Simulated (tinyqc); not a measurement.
# Tail temperature from the power law

Inverse problem. When tail states hold most of the charge, the linear current goes as I = A (Vg - VT)^g with g = 2 Tt/T - 1. Find g, Tt and the tail width kB Tt.

Values chosen for this exercise:

| symbol | value | unit | meaning |
|---|---|---|---|
| T | 270 | K | temperature |

Constants: q = 1.602176634e-19 C, kB = 1.380649e-23 J/K, Vt = kB T/q. Results are converted to the units shown.

I at Vg - VT = 2 and 3 V (nA): 229.79789  574.35691

Solution. g is the slope of ln I against ln(Vg - VT).

g = 2.26
Tt = 440 K
kB Tt = 37.9 meV

Program tinyqc, `OMP_NUM_THREADS=1 python tinyqc.py 2610024 2610025 out.jsonl`; Intel Xeon 2.30GHz, shared host, one thread, about 0.02 s.
